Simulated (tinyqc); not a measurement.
Thermal displacements in the Debye model: Debye-Waller factors, bond-length spread and the Lindemann rule: one step, computed by the program tinyqc. Command: `OMP_NUM_THREADS=1 python tinyqc.py 3028125 3028126 out.jsonl debyewaller walk`. One thread of a shared host (Intel(R) Xeon(R) Processor @ 2.30GHz), about 0.01 s of CPU time with the checks.

A Debye spectrum with three branches of one velocity, cut at k_B Theta; 4 atoms per cube, nearest neighbours at d = 0.707107 a.

Task: Lindemann melting temperature. <u_x^2> = (3 hbar^2/(2 M k_B Theta)) int_0^1 s coth(s Theta/(2T)) ds (64 Gauss-Legendre points); it tends to 3 hbar^2/(4 M k_B Theta) at T = 0 and to 3 hbar^2 T/(M k_B Theta^2) at high T. Melting is placed where sqrt(3 <u_x^2>) = x_L d; the classical form gives T_m = M k_B Theta^2 (x_L d)^2/(9 hbar^2).

Inputs (values chosen for the exercise, modelled on aluminium):
```
quantity,value,unit
atomic mass M,26.98,u
Debye temperature Theta,396,K
lattice constant a,4.05,angstrom
temperature T,295,K
Lindemann ratio x_L,0.1,-
```

Structure: fcc.

<u_x^2> = 0.01064586 angstrom^2

Constants: hbar^2/u = 4.18015928e-03 eV angstrom^2; k_B = 8.617333262e-05 eV/K.

Give: Lindemann T_m; classical T_m; ratio sqrt(3 <u_x^2>)/d at T.

Result:

Lindemann T_m = 789.3 K

classical T_m = 794.8 K

ratio sqrt(3 <u_x^2>)/d at T = 0.06240

The rule is empirical: x_L is fitted within a family of like crystals, and T_m goes as its square.
